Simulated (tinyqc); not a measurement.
What moves the results: defect, radiative and Auger recombination at equal electron and hole densities (ABC model). A value that a table varies takes the place of the one given here.

J/(e d) = Ae n + B n^2 + C n^3 with Ae = A + 4 S/w (four side walls, carriers spread evenly), e = 1.602176634e-19 C, lengths in cm; internal efficiency IQE = B n^2/(Ae n + B n^2 + C n^3); all injected carriers recombine in the layer.

Parameters, chosen for this exercise (orders of magnitude like those quoted for Si; the results hold for these values, not for the real material): A = 43000 1/s (defect rate); B = 3.4e-15 cm^3/s (radiative coefficient); C = 5.3e-31 cm^6/s (Auger coefficient); S = 440 cm/s (recombination velocity of the side walls); w = 460 micrometre (side of the square mesa); d = 85000 nm (active thickness); S2 = 12 cm/s (recombination velocity of the side walls in this comparison); J = 1.8 A/cm^2 (current density).

## Efficiency against current

The slope is d ln(B n^2)/d ln J = 2 (Ae + B n + C n^2)/(Ae + 2 B n + 3 C n^2).

Results:

| J (A/cm^2) | n (1/cm^3) | IQE | slope | differential lifetime (ns) |
|---|---|---|---|---|
| 0.090 | 8.13e+14 | 3.40e-05 | 2.000 | 1.23e+04 |
| 0.30 | 2.71e+15 | 0.000113 | 2.000 | 1.23e+04 |
| 1.0 | 9.03e+15 | 0.000377 | 1.997 | 1.23e+04 |
| 5.0 | 4.45e+16 | 0.00184 | 1.947 | 1.18e+04 |
| 20 | 1.55e+17 | 0.00558 | 1.568 | 8.29e+03 |
| 90 | 3.97e+17 | 0.00812 | 0.993 | 2.98e+03 |
| 3.0e+02 | 6.76e+17 | 0.00706 | 0.802 | 1.23e+03 |
| 1.0e+03 | 1.07e+18 | 0.00527 | 0.725 | 527 |
| 5.0e+03 | 1.88e+18 | 0.00326 | 0.686 | 175 |
| 2.0e+04 | 3.01e+18 | 0.00209 | 0.675 | 69.1 |

What can be read from the table?

IQE peaks at 0.00813 for J = 87.4 A/cm^2, where the slope passes 1. It is 3.4e-05 at the lowest current and 0.00209 at the highest, a droop of 74 %. The slope runs from 2.00 to 0.67; its limits are 2 (defects alone), 1 (radiation alone) and 2/3 (Auger alone).

## Shrinking the mesa

S = S2; w takes the values listed.

Results:

| w (micrometre) | Ae (1/s) | IQE_max | J at the peak (A/cm^2) | IQE at J |
|---|---|---|---|---|
| 200 | 4.54e+04 | 0.0108 | 36.6 | 0.00213 |
| 100 | 4.78e+04 | 0.0106 | 39.5 | 0.00193 |
| 50 | 5.26e+04 | 0.0101 | 45.6 | 0.00160 |
| 20 | 6.70e+04 | 0.00894 | 65.5 | 0.000993 |
| 10 | 9.10e+04 | 0.00768 | 103 | 0.000541 |
| 5 | 1.39e+05 | 0.00622 | 195 | 0.000232 |
| 2 | 2.83e+05 | 0.00437 | 566 | 5.61e-05 |
| 1 | 5.23e+05 | 0.00322 | 1.42e+03 | 1.64e-05 |

What can be read from the table?

The walls equal the bulk defect rate at w = 4 S/A = 11.2 micrometre. From 200 to 1 micrometre the peak efficiency falls from 0.0108 to 0.00322 and moves to a current 38.8 times higher; at the fixed J the efficiency goes from 0.00213 to 1.64e-05. For large w diffusion to the walls, left out here, would limit the loss. Rows with w below the thickness of the layer describe needles rather than mesas and are formal.

## Spreading the carriers over a thicker layer

d is multiplied by the factor listed, at the same J.

Results:

| factor | n (1/cm^3) | defect | radiative | Auger |
|---|---|---|---|---|
| 0.10 | 1.43e+17 | 0.878 | 0.00525 | 0.117 |
| 0.20 | 7.80e+16 | 0.959 | 0.00313 | 0.0380 |
| 0.50 | 3.23e+16 | 0.992 | 0.00134 | 0.00674 |
| 1.0 | 1.62e+16 | 0.998 | 0.000677 | 0.00171 |
| 2.0 | 8.13e+15 | 0.999 | 0.000340 | 0.000430 |
| 5.0 | 3.25e+15 | 1.00 | 0.000136 | 6.90e-05 |
| 10 | 1.63e+15 | 1.00 | 6.80e-05 | 1.73e-05 |
| 20 | 8.13e+14 | 1.00 | 3.40e-05 | 4.31e-06 |

What does this show, and why?

The best factor listed is 0.1 (IQE 0.0052); the optimum factor equals J/J_peak = 0.0206, a layer of 1.75e+03 nm, since only J/d matters and the peak value 0.00813 does not depend on d. A thicker layer trades Auger loss (0.117 to 4.31e-06) for defect loss (0.878 to 1).

## What moves the efficiency

IQE_max = Q/(Q + 2) with Q = B/sqrt(Ae C), reached at n = sqrt(Ae/C). Each row changes one parameter from the base and keeps the others.

Results:

| case | n (1/cm^3) | IQE | IQE_max | J at the peak (A/cm^2) |
|---|---|---|---|---|
| base | 1.623e+16 | 0.0006773 | 0.008125 | 87.4 |
| A = 86000 1/s | 1.063e+16 | 0.0002906 | 0.006581 | 165 |
| B = 5.1e-15 cm^3/s | 1.622e+16 | 0.001015 | 0.01214 | 87.7 |
| C = 1.06e-30 cm^6/s | 1.620e+16 | 0.0006750 | 0.005759 | 61.6 |
| d = 170000 nm | 8.126e+15 | 0.0003398 | 0.008125 | 175 |
| J = 5.4 A/cm^2 | 4.798e+16 | 0.001974 | 0.008125 | 87.4 |
| w = 230 micrometre | 1.105e+16 | 0.0003140 | 0.006709 | 156 |

What does this show?

The largest shifts from the base row, up to three for each result and ties (the steps differ in size, so this ranks the rows, not the parameters). n (1/cm^3): J +3.18e+16, d -8.10e+15, A -5.60e+15. IQE: J +0.00130, A -0.000387, w -0.000363. IQE_max: B +0.00401, C -0.00237, A -0.00154; unchanged at the printed digits by d and J. J at the peak (A/cm^2): d +87.4, A +77.6, w +68.3; unchanged at the printed digits by J.

(tinyqc, `OMP_NUM_THREADS=1 python tinyqc.py 1650477 1650478 out.jsonl`, Intel(R) Xeon(R) Processor @ 2.30GHz, 1 thread, shared host, about 0.01 s.)
